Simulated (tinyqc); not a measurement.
Avalanche multiplication and breakdown of a junction from ionisation integrals. Changing the hole prefactor a_p. Computed by tinyqc, a small Python program. Command: `OMP_NUM_THREADS=1 python tinyqc.py 3011290 3011291 out.jsonl impact sweep`. One thread of a shared host (Intel(R) Xeon(R) Processor @ 2.30GHz), about 0.03 s of CPU time with the checks.

Ionisation coefficients follow the local field. Position x runs through the depletion layer from the p side (x = 0), where electrons enter, to the n side (x = w), where holes enter. The built-in voltage is neglected.

Inputs (values chosen for the exercise, modelled on 4H-SiC):

| quantity | value | unit |
|---|---|---|
| electron prefactor a_n | 1.89e+08 | 1/cm |
| electron field b_n | 3.32e+07 | V/cm |
| hole field b_p | 2.55e+07 | V/cm |
| exponent c | 1 | - |
| permittivity eps | 9.7 | - |
| doping gradient a | 1.1e+19 | 1/cm^4 |
| bias as a fraction of the breakdown voltage | 0.91 | - |

Junction: linearly graded.

Constants: e = 1.602176634e-19 C; eps_0 = 8.8541878128e-12 F/m.

Method:
- alpha_n = a_n exp(-(b_n/F)^c), alpha_p = a_p exp(-(b_p/F)^c).
- Field F = F_m [1 - (2x/w - 1)^2], w = sqrt(8 eps eps_0 F_m/(e a)), V = (2/3) F_m w.
- With Phi(x) = int_0^x (alpha_n - alpha_p) dx': 1 - 1/M_n = I_n = int_0^w alpha_n exp(-Phi) dx and M_p = M_n exp(-Phi(w)); trapezoid rule on 401 even points; breakdown at I_n = 1.
- Solve I_n(F_m) = 1.
- Bias V = fraction times the breakdown voltage.
- M_n = 1/(1 - I_n), M_p = M_n exp(-Phi(w)); McIntyre excess noise for the carrier with the larger M, F_x = k M + (1 - k)(2 - 1/M), with k = (smaller M - 1)/(larger M - 1).

One run for each value:

| hole prefactor a_p (1/cm) | breakdown voltage (V) | effective k | excess noise factor | M_n |
|---|---|---|---|---|
| 3.20e+06 | 6553 | 3.174e-01 | 1.941 | 2.631 |
| 8.50e+06 | 6200 | 9.362e-01 | 1.912 | 1.941 |
| 2.30e+07 | 5797 | 3.447e-01 | 1.919 | 1.524 |
| 6.10e+07 | 5375 | 1.105e-01 | 1.926 | 1.285 |
| 1.60e+08 | 4952 | 3.493e-02 | 1.932 | 1.150 |
| 4.40e+08 | 4523 | 1.019e-02 | 1.940 | 1.072 |
| 1.20e+09 | 4127 | 2.949e-03 | 1.948 | 1.033 |
| 3.20e+09 | 3774 | 8.662e-04 | 1.958 | 1.015 |

Over the rows, breakdown voltage (V) falls from 6550 to 3770 (exponent d ln y / d ln x -0.057 between the first rows and -0.091 between the last); effective k goes from 0.317 through a maximum among these rows, 0.936 at 8.50e6, to 8.66e-4; excess noise factor goes from 1.94 through a minimum among these rows, 1.91 at 8.50e6, to 1.96. Breakdown needs feedback from both carriers; weakening one raises V_B much less than in proportion but changes the noise.

Extremes, crossings and ranges named in words are read from the listed rows.
